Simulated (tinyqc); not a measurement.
Read current of a NAND string, cells in series solved by shooting: one step of the calculation.

Cells in series, numbered from 0 at the source line (0 V) to the bit line, each followed by a gap resistance Rg. A cell with gate Vg, threshold VT, source Vs and drain Vd passes I = 2 nf K Vt^2 [F(Vs) - F(Vd)]/(1 + th max(Vg - VT, 0)), F(V) = ln^2(1 + exp((Vg - VT - nf V)/(2 nf Vt))). The selected cell has Vg = Vr, the others Vg = Vp.

Task. Node voltages for a trial current. For a trial current I start at 0 V and, cell by cell (the selected one is cell 4), solve for the drain: sqrt(F(Vd)) = sqrt(F(Vs) - I/k), k = 2 nf K Vt^2/(1 + th max(Vg - VT, 0)), Vd = [Vg - VT - 2 nf Vt ln(exp(sqrt F) - 1)]/nf, then add I Rg.

Inputs (values chosen for the exercise); values of the order met in vertical NAND strings: temperature T = 358 K; gain factor of a cell K = 4.1 uA/V^2; slope factor nf = 1.6; mobility reduction factor th = 0.14 1/V; resistance of the gap between cells Rg = 14 kohm; bit-line voltage Vbl = 0.3 V; pass voltage Vp = 6 V; read voltage on the selected word line Vr = 2.01 V.

Constants: q = 1.602176634e-19 C, kB = 1.380649e-23 J/K, Vt = kB T/q. Results are converted to the units shown.

first trial current = 0.097 uA
thresholds from the source end, cell 0 to 4 (V): -2.3  -2.3  -2.3  4.6  1.5

Find: node voltage after each cell and gap, trial 1.

Result.

node voltage after each cell and gap, trial 1, cell 0 to 4 (V): 0.0075243  0.015058  0.022600  0.044964  0.11325

Program tinyqc, `OMP_NUM_THREADS=1 python tinyqc.py 2142209 2142210 out.jsonl`; Intel Xeon 2.30GHz, shared host, one thread, about 0.4 s.
